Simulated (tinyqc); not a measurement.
# Worked calculation: ballistic Schottky-barrier transistor with a one-dimensional channel, WKB contacts

Program tinyqc, `OMP_NUM_THREADS=1 python tinyqc.py 2390104 2390105 out.jsonl`; Intel Xeon 2.30GHz, shared host, one thread, about 0.08 s. Printed values are rounded.

Source Fermi level 0, drain Fermi level -Vd. Far from the contacts Ec = pn - psi, and the gate moves psi one to one; the band edges relax as exp(-x/lam) from pn at the source and pn - Vd at the drain; Ev = Ec - Eg. A carrier of energy w inside the channel band meets at a contact a barrier of height D (the contact edge beyond the channel edge): T = 1 for w >= D, else exp(-S), S = 4 lam sqrt(m/C) [sqrt(D - w) - sqrt(w) arctan sqrt((D - w)/w)], C = hbar^2/(2 m0). The two contacts combine as Ts Td/(Ts + Td - Ts Td).

Values chosen for this exercise; channel values close to those of a carbon nanotube:
- T = 300 K (temperature)
- Eg = 0.564 eV (band gap)
- pn = 0.21 eV (barrier for electrons at both contacts)
- mn = 0.061 m0 (electron mass)
- mp = 0.058 m0 (hole mass)
- g = 2 (valleys or subbands)
- lam = 3.7 nm (screening length at the contacts)
- Vd = 0.05 V (drain bias)
- ps = -0.24 V (band shift psi of the channel by the gate)
- w0 = 0.099 eV (energy of one carrier inside the channel band)
- wm = 0.47 eV (upper end of the grid)
- nE = 17 (points of the grid)

Constants: q = 1.602176634e-19 C, kB = 1.380649e-23 J/K, hbar = 1.054571817e-34 J s, h = 6.62607015e-34 J s, m0 = 9.1093837015e-31 kg, Vt = kB T/q, hbar^2/(2 m0) = 0.0380998212 eV nm^2. Results are converted to the units shown.

Range of the model: No scattering, image-force lowering, channel charge or band-to-band tunnelling; parabolic kappa overstates S deep in the gap.

## Band edges and barriers

Electrons: Ds = psi, Dd = psi - Vd, Es = Ec, Ed = Ec + Vd. Holes: Ds = -psi, Dd = Vd - psi, Es = -Ev, Ed = -Ev - Vd. The size of each current is taken; both flow from drain to source and add.

Ec = 0.45 eV
Ev = -0.114 eV
D for electrons (eV): source -0.240000, drain -0.290000
D for holes (eV): source 0.240000, drain 0.290000

A negative D is no barrier. Here the holes carry the larger current.

## Transmission of one of the holes

S and T at both contacts for w = w0, and the tunnelling distance lam ln(D/w) at the higher barrier.

S at the source = 1.83895
S at the drain = 2.54058
combined T = 0.0556267
tunnelling distance = 3.97662 nm

## Current of the holes on a coarse grid

I = g (2 q^2/h) int T(w) [f(Es + w) - f(Ed + w)] dw, f(y) = 1/(1 + exp(y/Vt)). Electrons: Ds = psi, Dd = psi - Vd, Es = Ec, Ed = Ec + Vd. Holes: Ds = -psi, Dd = Vd - psi, Es = -Ev, Ed = -Ev - Vd. The size of each current is taken; both flow from drain to source and add. Simpson's rule on nE equally spaced w from 0 to wm.

w, point 0 to 16 (eV): [0.000000, 0.029375, 0.058750, 0.088125, 0.117500, 0.146875, 0.176250, 0.205625, 0.235000, 0.264375, 0.293750, 0.323125, 0.352500, 0.381875, 0.411250, 0.440625, 0.470000]
Ts, point 0 to 16: [1.30281e-4, 0.0102247, 0.0444907, 0.118818, 0.244176, 0.420451, 0.631514, 0.842200, 0.990998, 1, 1, 1, 1, 1, 1, 1, 1]
Td, point 0 to 16: [5.36185e-5, 0.00442774, 0.0203397, 0.0575789, 0.126075, 0.232896, 0.378954, 0.556161, 0.745409, 0.914568, 1, 1, 1, 1, 1, 1, 1]
T, point 0 to 16: [3.79868e-5, 0.00309932, 0.0141560, 0.0403491, 0.0906852, 0.176299, 0.310334, 0.503675, 0.740396, 0.914568, 1, 1, 1, 1, 1, 1, 1]
size of the supply difference, point 0 to 16: [0.0655718, 0.0224026, 0.00734159, 0.00237259, 7.63276e-4, 2.45191e-4, 7.87269e-5, 2.52741e-5, 8.11349e-6, 2.60455e-6, 8.36095e-7, 2.68397e-7, 8.61587e-8, 2.76580e-8, 8.87857e-9, 2.85013e-9, 9.14927e-10]
current = 0.00198275 uA

A converged quadrature gives 0.001981 uA; this grid is 0.079 % above that. 0.195 % of it passes over both barriers, the rest tunnels. The other carrier adds 9.45e-8 uA.
